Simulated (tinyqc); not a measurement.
Worked calculation: tight binding, kagome lattice. One step of it, computed by the program tinyqc.

Task: Levels at K. Diagonalise the Hermitian matrix.

H(k) at K (eV), order A, B, C:
$$\begin{pmatrix}
0.000000 & -0.855000+1.186455i & -0.855000-1.186455i \\
-0.855000-1.186455i & 0.000000 & -0.855000+1.186455i \\
-0.855000+1.186455i & -0.855000-1.186455i & 0.400000
\end{pmatrix}$$

Give: eigenvalues; weights |c|^2 of the basis functions.

Result:

eigenvalues (eV): [-1.6115, -1.0403, 3.0517]

weights |c|^2 of the basis functions, order A, B, C:
$$\begin{pmatrix}
0.4140 & 0.2740 & 0.3120 \\
0.4140 & 0.2740 & 0.3120 \\
0.1720 & 0.4520 & 0.3760
\end{pmatrix}$$
